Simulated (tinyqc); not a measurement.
A particle near a wafer in liquid: double-layer and van der Waals forces (DLVO), deposition barrier and removal: one step, computed by the program tinyqc.

Sphere and flat wall, Derjaguin approximation, constant potentials in the linear-superposition form, no retardation and no hydration force.

Task: Energy and force at one gap. U(h) = Z R exp(-kappa h) - A R/(6 h); F(h) = -dU/dh = kappa Z R exp(-kappa h) - A R/(6 h^2), positive for repulsion.

Inputs (values chosen for the exercise, of the order of those for alumina on silica in water):
```
quantity              value  unit
particle radius R        21    nm
Hamaker constant A  1.2e-20     J
temperature T           323     K
gap h                   5.5    nm
```

Z = 22.67833 pN

kappa = 1.569843 1/nm

Constants: k_B = 1.380649e-23 J/K.

Give: double-layer energy; van der Waals energy; U(h); F(h).

Result:

double-layer energy = 0.01900 k_B T

van der Waals energy = -1.712 k_B T

U(h) = -1.693 k_B T

F(h) = -1.255 pN
